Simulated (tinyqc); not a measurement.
Undoped gate-all-around wire MOSFET, analytic charge model: one step of the calculation.

An undoped round wire of radius R under an insulator shell and a surrounding gate; long channel, electrons only, n = ni exp((psi - V)/Vt) with V the quasi-Fermi potential (0 at the source, Vd at the drain), constant mobility, no quantisation. The radial Poisson equation gives n(r) = n(0)/(1 - (1 - b) r^2/R^2)^2 with b = Q0/(Q + Q0). Q is the electron charge per area of the wire surface.

Problem. Charge at the source by Newton steps in y = ln(Q/Q0). With V = 0 and Q = Q0 exp(y): f = Q/Cox + Vt y + Vt ln(1 + Q/Q0) - (Vg - V0); df/dy = Q/Cox + Vt (1 + Q/(Q + Q0)); y(new) = y - f/(df/dy).

Values chosen for this exercise: temperature T = 273 K; gate voltage Vg = 0.2 V.

Constants: q = 1.602176634e-19 C, kB = 1.380649e-23 J/K, Vt = kB T/q. Results are converted to the units shown.

y after iteration 1 = -0.84502837
Cox = 1.9968865 uF/cm^2
Q0 = 49.574829 nC/cm^2
V0 = 0.27774227 V

Wanted: Q; f; df/dy; y after iteration 2.

Solution.

Q = 21.295 nC/cm^2
f = 0.076934 V
df/dy = 0.041258 V
y after iteration 2 = -2.7097

Computed by the program tinyqc: `OMP_NUM_THREADS=1 python tinyqc.py 2460066 2460067 out.jsonl`, one thread of a shared Intel Xeon 2.30GHz, about 0.02 s for the whole run.
